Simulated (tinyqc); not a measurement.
Optical gain and spontaneous emission in a bulk direct-gap semiconductor, step by step. Values are carried at full precision from step to step, so a last printed digit may differ when a step is redone from the rounded ones.

F_j(eta) = (1/Gamma(j + 1)) integral_0^infinity x^j dx/(1 + exp(x - eta)), which tends to exp(eta) for eta << 0.

Quasi-Fermi levels: n = Nc F_1/2(Fc/kT) and p = Nv F_1/2(Fv/kT), Fc counted up from the conduction edge and Fv down from the valence edge; Nc, Nv from N = 2 (m kB T/(4 pi c))^(3/2) with c = hbar^2/2m0, in 1/angstrom^3; times 1e24 for 1/cm^3, with me and (mhh^(3/2) + mlh^(3/2))^(2/3).

Constants: hbar^2/2m0 = 3.80998211 eV angstrom^2; kB = 8.617333262e-05 eV/K; fine-structure constant alpha = 0.007297352564; hbar = 6.58211957e-16 eV s; hbar c = 1973.269805 eV angstrom.

Values chosen for the exercise (near those of GaAs; shifted at random, so the results belong to these values and not to a real crystal): me = 0.0692 m0 (electron mass); mhh = 0.481 m0 (heavy-hole mass); mlh = 0.0827 m0 (light-hole mass); n = 1.5e+18 1/cm^3 (injected density, n = p); T = 200 K; Eg = 1.46 eV (direct gap); Ep = 24.8 eV (Kane energy); nr = 3.54 (refractive index); E = 1.508 eV (photon energy).

## Quasi-Fermi levels

Solve for Fc and Fv.

kT = 0.017235 eV
Nc = 2.487e+17 1/cm^3
Nv = 4.882e+18 1/cm^3
Fc = 0.0651 eV
Fv = -0.0185 eV
Fc + Fv = 0.0466 eV

The separation of the quasi-Fermi levels exceeds the gap, so photons between Eg and Eg + (Fc + Fv) see gain. The quasi-Fermi level of the electrons lies inside the band, that of the holes in the gap.

## Absorption of the empty crystal

Parabolic bands, vertical transitions, no excitons. For each hole band j: mr = me mj/(me + mj); joint density of states J_j(E) = (mr/c)^(3/2) sqrt(E - Eg)/(2 pi^2), both spins, c = hbar^2/2m0; averaged matrix element |e.p|^2 = m0 Ep/6; alpha_j(E) = 4 pi^2 alpha_f c Ep J_j/(3 nr E) in 1/angstrom (alpha_f the fine-structure constant, listed as alpha among the constants), times 1e8 for 1/cm.

Evaluate at E for heavy and light holes.

mr, J and alpha of each hole band:
```
hole   mr (m0)  J (1/(eV angstrom^3))  alpha (1/cm)
heavy  0.06050              2.221e-05        3774.6
light  0.03768              1.091e-05        1855.1
```

The heavy-hole band gives 67 % of the total, 5630 1/cm.

## Occupations and gain at E

For band j the electron sits at Ee = (E - Eg) mr/me above its edge and the hole at Eh = (E - Eg) mr/mj; fe = 1/(1 + exp((Ee - Fc)/kT)), fh = 1/(1 + exp((Eh - Fv)/kT)); gain g = sum_j alpha_j (fe + fh - 1).

Use mr and alpha from the table.

Energies, occupations and gain of each hole band:
```
hole   Ee (eV)  Eh (eV)     fe     fh  g (1/cm)
heavy   0.0420   0.0060  0.793  0.194       -48
light   0.0261   0.0219  0.906  0.088       -12
```

total gain = -60 1/cm

E - Eg = 0.0480 eV is above Fc + Fv = 0.0466 eV, so both bands give loss (Bernard-Duraffourg).

## Spontaneous emission

Spontaneous rate: R = integral of (nr E/(hbar c))^2/(pi^2 hbar) sum_j alpha_j fe fh dE, with alpha in 1/cm and (nr E/(hbar c))^2 in 1/cm^2 (1e16 per 1/angstrom^2); B = R/(n p); lifetime n/R.

Integrate over photon energy.

R = 6.90e+26 1/(cm^3 s)
B = 3.07e-10 cm^3/s
radiative lifetime = 2.18 ns

## Checks

- B at n = 1e13 1/cm^3 against the van Roosbroeck-Shockley value from alpha and ni^2 (cm^3/s): both 4.71e-10.

Run: tinyqc, `OMP_NUM_THREADS=1 python tinyqc.py 1652398 1652399 out.jsonl`; Intel(R) Xeon(R) Processor @ 2.30GHz, one thread, shared host; about 0.08 s of CPU time with all checks.
